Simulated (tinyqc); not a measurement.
Binary melting diagram from solution models of liquid and solid: one step, computed by the program tinyqc. Command: `OMP_NUM_THREADS=1 python tinyqc.py 3020679 3020680 out.jsonl melt walk`. One thread of a shared host (Intel(R) Xeon(R) Processor @ 2.30GHz), about 0.01 s of CPU time with the checks.

x is the fraction of B. In a phase with interaction L: mu_A = G_A + R T ln(1 - x) + L x^2, mu_B = G_B + R T ln x + L (1 - x)^2. Melting: G(liquid) - G(solid) = H (1 - T/T_m) for each pure component.

Question. The two liquidus branches. Liquid against pure solid A: T = (H_A + L_L x^2)/(H_A/T_A - R ln(1 - x)); against pure solid B: T = (H_B + L_L (1 - x)^2)/(H_B/T_B - R ln x). The higher branch is the stable one; a dash marks a branch without a positive root.

Inputs (values chosen for the exercise, for a model alloy): melting point T_A = 1610 K; melting point T_B = 765 K; heat of melting H_A = 35.4 kJ/mol; heat of melting H_B = 8.87 kJ/mol; liquid interaction L_L = 2.6 kJ/mol.

Diagram: eutectic with pure solids.

Constants: R = 8.314462618 J/(mol K).

Give: Liquidus temperatures (K).

Answer.

Liquidus temperatures (K):
```
x     branch A  branch B  first solid
0.05      1580     307.3            A
0.15      1519     392.7            A
0.30      1428     469.5            A
0.45      1333     529.6            A
0.60      1227     586.2            A
0.75      1100     645.8            A
0.90       912     713.3            A
0.97       740     748.8            B
```
